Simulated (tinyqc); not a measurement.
Vibrations of a mass or spring defect in a linear chain: one step, computed by the program tinyqc. Command: `OMP_NUM_THREADS=1 python tinyqc.py 3012418 3012419 out.jsonl localmode walk`. One thread of a shared host (Intel(R) Xeon(R) Processor @ 2.30GHz), about 0.01 s of CPU time with the checks.

A ring of N atoms with nearest-neighbour springs k and motion along the chain. Atom 1 is the defect, of mass M', and its two springs are k'. All other atoms have the mass M.

Problem. Dynamical matrix of the ring. D_ii = (sum of the two springs at i)/M_i, D_ij = -k_ij/sqrt(M_i M_j) for neighbours, closed into a ring.

Inputs (values chosen for the exercise, for a model chain):

| quantity | value | unit |
|---|---|---|
| spring constant k | 8.58 | eV/angstrom^2 |
| host mass M | 105 | u |
| defect mass M' | 540 | u |
| spring ratio k'/k at the defect | 1.2 | - |
| atoms in the ring N | 12 | - |

Host: monatomic.

Give: D.

Solution.

D (eV/(angstrom^2 u)):
```
           1         2         3         4         5         6         7         8
1    0.03813  -0.04324   0.00000   0.00000   0.00000   0.00000   0.00000   0.00000
2   -0.04324   0.17977  -0.08171   0.00000   0.00000   0.00000   0.00000   0.00000
3    0.00000  -0.08171   0.16343  -0.08171   0.00000   0.00000   0.00000   0.00000
4    0.00000   0.00000  -0.08171   0.16343  -0.08171   0.00000   0.00000   0.00000
5    0.00000   0.00000   0.00000  -0.08171   0.16343  -0.08171   0.00000   0.00000
6    0.00000   0.00000   0.00000   0.00000  -0.08171   0.16343  -0.08171   0.00000
7    0.00000   0.00000   0.00000   0.00000   0.00000  -0.08171   0.16343  -0.08171
8    0.00000   0.00000   0.00000   0.00000   0.00000   0.00000  -0.08171   0.16343
9    0.00000   0.00000   0.00000   0.00000   0.00000   0.00000   0.00000  -0.08171
10   0.00000   0.00000   0.00000   0.00000   0.00000   0.00000   0.00000   0.00000
11   0.00000   0.00000   0.00000   0.00000   0.00000   0.00000   0.00000   0.00000
12  -0.04324   0.00000   0.00000   0.00000   0.00000   0.00000   0.00000   0.00000

           9        10        11        12
1    0.00000   0.00000   0.00000  -0.04324
2    0.00000   0.00000   0.00000   0.00000
3    0.00000   0.00000   0.00000   0.00000
4    0.00000   0.00000   0.00000   0.00000
5    0.00000   0.00000   0.00000   0.00000
6    0.00000   0.00000   0.00000   0.00000
7    0.00000   0.00000   0.00000   0.00000
8   -0.08171   0.00000   0.00000   0.00000
9    0.16343  -0.08171   0.00000   0.00000
10  -0.08171   0.16343  -0.08171   0.00000
11   0.00000  -0.08171   0.16343  -0.08171
12   0.00000   0.00000  -0.08171   0.17977
```
